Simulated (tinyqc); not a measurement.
# Changing the hopping t

Model: Holstein polaron on two sites. Computed by tinyqc, a small Python program. Command: `OMP_NUM_THREADS=1 python tinyqc.py 3025643 3025644 out.jsonl holstein sweep`. One thread of a shared host (Intel(R) Xeon(R) Processor @ 2.30GHz), about 0.02 s of CPU time with the checks.

One electron on sites 1 and 2: H = -t (c1+ c2 + c2+ c1) + hbar omega sum_i b_i+ b_i - g hbar omega sum_i n_i (b_i + b_i+). The symmetric phonon shifts the energy by -g^2 hbar omega/2 and drops out; with b = (b_1 - b_2)/sqrt(2) there remains H = -t sigma_x + hbar omega b+ b - (g hbar omega/sqrt(2)) sigma_z (b + b+). Parity splits it into blocks p = +1 and -1 over phonon numbers n. Zero-point energies are left out. Weights Z refer to mode b alone; the displaced symmetric mode multiplies the full zero-phonon weight by exp(-g^2/2).

Inputs (values chosen for the exercise, for a model dimer): phonon energy hbar omega = 88.3 meV; coupling g = 1.02.

Method. Block p: H_nn = n hbar omega - p t (-1)^n - g^2 hbar omega/2, H_(n,n+1) = -(g hbar omega/sqrt(2)) sqrt(n + 1). Use 60 levels in both blocks; Z = c_0^2 is the weight of n = 0 in the ground state c; the splitting is the lowest odd level less the lowest even one, which without coupling is the smaller of 2t and hbar omega; <sigma_x> = sum (-1)^n c_n^2 measures the kinetic energy.

One run for each value:
```
hopping t (meV)  splitting/(2t)  weight Z of n = 0 in mode b  <sigma_x>  mean phonon number in b
4.4                     0.35295                      0.62293    0.40129                  0.48411
8.3                     0.35203                      0.64722    0.44176                  0.45320
16.0                    0.34862                      0.69195    0.51538                  0.39594
30.0                    0.33776                      0.76096    0.62698                  0.30695
56.0                    0.30784                      0.84942    0.76698                  0.19233
110.0                   0.24214                      0.93331    0.89718                  0.08406
200.0                   0.16870                      0.97438    0.96035                  0.03183
370.0                   0.10397                      0.99161    0.98691                  0.01030
710.0                   0.05806                      0.99759    0.99622                  0.00293
```

What does the table show, and why?

Over the rows, splitting/(2t) falls from 0.353 to 0.0581 (exponent d ln y / d ln x -0.0041 between the first rows and -0.89 between the last); weight Z of n = 0 in mode b rises from 0.623 to 0.998 (exponent d ln y / d ln x 0.060 between the first rows and 0.0092 between the last); <sigma_x> rises from 0.401 to 0.996 (exponent d ln y / d ln x 0.15 between the first rows and 0.014 between the last). For t much below hbar omega the ratio tends to exp(-g^2) = 0.353; the first row has 0.353.

Caution (rows 110, 200, 370, 710): with hbar omega below 2t the lowest odd level starts as a one-phonon state, so the splitting here is a softened phonon and not a narrowed hopping.

Extremes, crossings and ranges named in words are read from the listed rows.
